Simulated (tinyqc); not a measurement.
# Ideality, saturation current and resistance from three points

Inverse problem. Well above the saturation current a diode obeys V = n Vt ln(I/I0) + I Rs. Find n, Rs and I0.

Inputs (values chosen for the exercise):
```
symbol,value,unit,meaning
T,400,K,temperature
```

Constants: q = 1.602176634e-19 C, kB = 1.380649e-23 J/K, Vt = kB T/q. Results are converted to the units shown.

currents (A): [5e-6, 0.0001, 0.01]
voltages (V): [0.71131684, 0.86419142, 1.1041714]

Solution. V is linear in the three unknowns n Vt, Rs and -n Vt ln I0, so three points give a linear system.

n = 1.48
Rs = 0.510 ohm
I0 = 4.40e-12 A

Computed by the program tinyqc: `OMP_NUM_THREADS=1 python tinyqc.py 2260063 2260064 out.jsonl`, one thread of a shared Intel Xeon 2.30GHz, about 0.01 s for the whole run.
